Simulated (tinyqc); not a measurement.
Peierls distortion of a half-filled chain: one step. Energy at a trial distortion. Four cases, with inputs chosen for the exercise.

Problem. Use the mesh x_j = (j + 1/2) pi/(2N), j = 0 .. N-1, and also the elliptic integral.

Atoms move by +/- u, so bonds change by -/+ 2u and hoppings are t +/- 2 al u. Bands E = -/+ sqrt((2 t cos x)^2 + D^2 sin^2 x) with D = 4 al u, x = k a in (0, pi/2); the gap is 2D. Energy per atom at zero temperature: E(u) = -mean_x sqrt(...) + 2 K u^2; exactly, the mean is (4t/pi) E(1 - z^2), z = D/2t, E the complete elliptic integral of the second kind with parameter m. Coupling lambda = 2 al^2/(pi t K).

Case 1.

Values chosen:
- t = 1.96 eV (hopping of the even chain)
- al = 3.4 eV/angstrom (change of hopping with bond length)
- K = 17.9 eV/angstrom^2 (spring constant of a bond)
- u = 0.039 angstrom (trial shift of alternate atoms)
- N = 2 (k points)

Case 2.

Values chosen:
- t = 2.51 eV (hopping of the even chain)
- al = 6.4 eV/angstrom (change of hopping with bond length)
- K = 34.4 eV/angstrom^2 (spring constant of a bond)
- u = 0.015 angstrom (trial shift of alternate atoms)
- N = 2 (k points)

Case 3.

Values chosen:
- t = 1.89 eV (hopping of the even chain)
- al = 5.6 eV/angstrom (change of hopping with bond length)
- K = 46.1 eV/angstrom^2 (spring constant of a bond)
- u = 0.052 angstrom (trial shift of alternate atoms)
- N = 3 (k points)

Case 4.

Values chosen:
- t = 1.81 eV (hopping of the even chain)
- al = 3.2 eV/angstrom (change of hopping with bond length)
- K = 22.1 eV/angstrom^2 (spring constant of a bond)
- u = 0.084 angstrom (trial shift of alternate atoms)
- N = 3 (k points)

Give: D; |E| on the mesh; band energy on the mesh; elastic energy; total, exact; exact E(u) - E(0).

Solution.

Case 1.

D = 0.5304 eV

|E| on the mesh (eV): [3.6273, 1.5781]

band energy on the mesh = -2.6027 eV
elastic energy = 0.0545 eV
total, exact = -2.5074 eV
exact E(u) - E(0) = -0.0119 eV

This distortion lowers the energy; the mesh errs by -40.85 meV.

Case 2.

D = 0.3840 eV

|E| on the mesh (eV): [4.6402, 1.9536]

band energy on the mesh = -3.2969 eV
elastic energy = 0.0155 eV
total, exact = -3.2127 eV
exact E(u) - E(0) = -0.0169 eV

This distortion lowers the energy; the mesh errs by -68.67 meV.

Case 3.

D = 1.1648 eV

|E| on the mesh (eV): [3.6636, 2.7969, 1.4910]

band energy on the mesh = -2.6505 eV
elastic energy = 0.2493 eV
total, exact = -2.3992 eV
exact E(u) - E(0) = 0.0072 eV

This distortion raises the energy; the mesh errs by -1.95 meV.

Case 4.

D = 1.0752 eV

|E| on the mesh (eV): [3.5077, 2.6702, 1.3987]

band energy on the mesh = -2.5256 eV
elastic energy = 0.3119 eV
total, exact = -2.2116 eV
exact E(u) - E(0) = 0.0930 eV

This distortion raises the energy; the mesh errs by -2.12 meV.

Computed by tinyqc, one run a case: `OMP_NUM_THREADS=1 python tinyqc.py N N+1 out.jsonl` with N = 1681248, 1681823, 1681847, 1682269; one thread of a shared Intel(R) Xeon(R) Processor @ 2.30GHz, about 0.08 s a run at most.
